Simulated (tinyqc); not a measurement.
Charge control and current of a heterostructure field-effect transistor: one step, computed by the program tinyqc.

Two subbands in a triangular well; E_F is counted from the conduction band edge of the channel at the interface.

Problem. Levels and gate capacitance. Charge control: n_s = C_b (V_G - V_T - E_F/e)/e. Well: mean field F = e n_s/(2 eps eps_0), E_i = (hbar^2/2m)^(1/3) [(3 pi e F/2)(i + 3/4)]^(2/3), i = 0, 1; n_s = D k_B T sum_i ln(1 + exp((E_F - E_i)/k_B T)), D = m/(pi hbar^2), which is solved in closed form for E_F. C_g = e dn_s/dV_G = 1/(1/C_b + 1/C_q), 1/C_q = d(E_F/e)/d(e n_s) by a central difference of +/- 0.1 % in n_s; added distance dd = eps eps_0/C_q.

Inputs (values chosen for the exercise, modelled on AlGaAs/GaAs): channel mass m = 0.069 m_0; permittivity eps (barrier and channel) = 12.1; conduction band offset dE_c = 0.23 eV; temperature T = 77 K; spacer between delta layer and channel = 3.5 nm.

Charge source: delta doping. Velocity law: smooth.

sheet density n_s = 2.496851e+12 1/cm^2

barrier capacitance C_b = 0.3455989 microfarad/cm^2

Constants: k_B = 8.617333262e-05 eV/K; e = 1.602176634e-19 C; eps_0 = 8.8541878128e-12 F/m; hbar = 1.054571817e-34 J s; m_0 = 9.1093837015e-31 kg; k_B = 1.380649e-23 J/K.

Give: E_0; E_1; E_F; share in the second subband; gate capacitance C_g; added distance dd.

Solution.

E_0 = 134.0 meV

E_1 = 235.7 meV

E_F = 220.0 meV

share in the second subband = 0.6893 %

gate capacitance C_g = 0.3003 microfarad/cm^2

added distance dd = 4.672 nm

C_g is 87 % of C_b: the finite density of states and the rise of E_0 act as 4.7 nm of extra barrier. Caution: E_F lies above the conduction band minimum of the barrier, so electrons would spill into the barrier.
